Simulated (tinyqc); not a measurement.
# Undoped gate-all-around wire MOSFET, analytic charge model: effect of the insulator thickness

An undoped round wire of radius R under an insulator shell and a surrounding gate; long channel, electrons only, n = ni exp((psi - V)/Vt) with V the quasi-Fermi potential (0 at the source, Vd at the drain), constant mobility, no quantisation. The radial Poisson equation gives n(r) = n(0)/(1 - (1 - b) r^2/R^2)^2 with b = Q0/(Q + Q0). Q is the electron charge per area of the wire surface.

ni = sqrt(Nc Nv) exp(-Eg/(2 Vt)), Eg in volts; Cox = eps0 eox/(R ln(1 + tox/R)); Q0 = 4 eps0 eps_r Vt/R; V0 = dphi + Vt ln[8 eps0 eps_r Vt/(q ni R^2)]. Q solves Vg - V0 - V = Q/Cox + Vt ln(Q/Q0) + Vt ln(1 + Q/Q0). I = mu (2 pi R/L)[2 Vt (Qs - Qd) + (Qs^2 - Qd^2)/(2 Cox) + Vt Q0 ln((Qd + Q0)/(Qs + Q0))], with Qs at V = 0 and Qd at V = Vd.  I(low) is taken at Vg = 0.17 V, Qs and I(high) at Vg = 0.92 V.

Inputs (values chosen for the exercise); material values close to those of germanium: temperature T = 300 K; band gap Eg = 0.662 eV; relative permittivity of the semiconductor eps_r = 16; conduction-band density of states at T Nc = 1.02e19 cm^-3; valence-band density of states at T Nv = 6e18 cm^-3; relative permittivity of the gate insulator eox = 23; wire radius R = 4 nm; gate work function less that of the intrinsic body dphi = 0.08 V; channel mobility mu = 350 cm^2/(V s); gate length L = 1 um; drain voltage Vd = 0.1 V.

Constants: q = 1.602176634e-19 C, kB = 1.380649e-23 J/K, Vt = kB T/q, eps0 = 8.8541878128e-14 F/cm where lengths are in cm. Results are converted to the units shown.

The same in every row: V0 (V) = 0.4208.

Results:

| tox (nm) | I(low) (nA) | Qs(high) (nC/cm^2) | I(high) (uA) |
|---|---|---|---|
| 3.7 | 0.004990 | 3011 | 2.348 |
| 5.3 | 0.004990 | 2403 | 1.879 |
| 7.6 | 0.004990 | 1952 | 1.530 |
| 16 | 0.004989 | 1347 | 1.060 |
| 23 | 0.004989 | 1154 | 0.9095 |
| 33 | 0.004989 | 1005 | 0.7930 |

Estimate the missing row, tox = 11 nm.

Computed row:

| tox (nm) | I(low) (nA) | Qs(high) (nC/cm^2) | I(high) (uA) |
|---|---|---|---|
| 11 | 0.004990 | 1608 | 1.263 |

With this row back in the table: As tox goes from 3.7 to 33 nm, I(low) stays near 0.00499 nA and I(high) falls from 2.35 to 0.793 uA. On average I(low) is independent of tox and I(high) goes as tox^(-0.50). Below threshold no voltage drops over the insulator in this long-channel model, so its thickness does not matter there. In every row the surface density at the source at the higher gate voltage passes 0.3 Nc, where Boltzmann statistics fail. In every row the body is thin enough for quantum confinement, left out here, to raise the threshold.

Computed by the program tinyqc: `OMP_NUM_THREADS=1 python tinyqc.py 2460136 2460137 out.jsonl`, one thread of a shared Intel Xeon 2.30GHz, about 0.04 s for the whole run.
